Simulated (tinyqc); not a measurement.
The whole curve: space-charge-limited current through a thin insulating or semi-insulating film with traps. Computed by tinyqc, a small Python program. Command: `OMP_NUM_THREADS=1 python tinyqc.py 3010078 3010079 out.jsonl sclc walk`. One thread of a shared host (Intel(R) Xeon(R) Processor @ 2.30GHz), about 0.01 s of CPU time with the checks.

One ohmic injecting contact at x = 0 (field zero), drift only, non-degenerate free carriers.

Inputs (values chosen for the exercise, modelled on amorphous silicon):

| quantity | value | unit |
|---|---|---|
| permittivity eps | 11.8 | - |
| band mobility mu | 3 | cm^2/(V s) |
| effective density of states N_c | 2e+20 | 1/cm^3 |
| trap density N_t | 5.4e+15 | 1/cm^3 |
| equilibrium Fermi level below the band edge, E_0 | 0.71 | eV |
| thickness d | 2200 | nm |
| temperature T | 350 | K |
| characteristic temperature T_c | 1600 | K |

Traps: exponential tail.

Constants: k_B = 8.617333262e-05 eV/K; eps_0 = 8.8541878128e-12 F/m; e = 1.602176634e-19 C.

Method:
- Free density n_0 = N_c exp(-E_0/k_B T) in equilibrium; trapped density n_t(n) = N_t (n/N_c)^(T/T_c) (the low-temperature form).
- J = e mu n F and (eps eps_0/e) dF/dx = n - n_0 + n_t(n) - n_t(n_0) = rho(n). With F = J/(e mu n): d = (eps eps_0 J/(e^2 mu)) I_1 and V = (eps eps_0 J^2/(e^3 mu^2)) I_2, I_k = int_(n_L)^infinity dn/(n^(k+1) rho(n)), n_L the density at the anode; with u = n_L/n, 200 Gauss-Legendre points in t, u = 1 - (1 - t)^2.
- The last column is d ln J/d ln V up to the next row.

Current against voltage:

| n_L (1/cm^3) | V (V) | J (A/cm^2) | slope |
|---|---|---|---|
| 1.30e+10 | 1.8969e-02 | 7.0600e-07 | 2.0769 |
| 5.60e+10 | 9.1262e-02 | 1.8440e-05 | 3.2447 |
| 2.50e+11 | 1.8104e-01 | 1.7022e-04 | 3.7676 |
| 1.10e+12 | 3.1056e-01 | 1.3002e-03 | 3.8271 |
| 4.80e+12 | 5.2165e-01 | 9.4629e-03 | 3.4415 |
| 2.10e+13 | 9.4441e-01 | 7.2975e-02 | 2.8554 |
| 9.50e+13 | 2.0829e+00 | 6.9824e-01 | 2.3966 |
| 4.20e+14 | 5.8765e+00 | 8.3861e+00 | 2.1537 |
| 1.90e+15 | 2.1327e+01 | 1.3466e+02 | 2.0533 |
| 8.30e+15 | 8.5728e+01 | 2.3431e+03 | 2.0176 |
| 3.70e+16 | 3.7122e+02 | 4.5083e+04 | 2.0057 |
| 1.60e+17 | 1.5904e+03 | 8.3437e+05 | - |

What follows from these numbers?

The slope starts at 2.08, peaks at 3.8 between 0.311 and 0.522 V and ends at 2.01. Rows below 0.30 V (10 k_B T/e) are formal, since diffusion from the contact rules there. Self-heating is left out, although J V exceeds 1e5 W/cm^2 at the last row. The last rows ignore velocity saturation (mu V/d above 1e7 cm/s). Rows above 660 V are formal, since the mean field exceeds 3 MV/cm and breakdown sets in. An exponential tail gives the power law T_c/T + 1 = 5.57, which this range does not fully reach.

Extremes, crossings and ranges named in words are read from the listed rows.
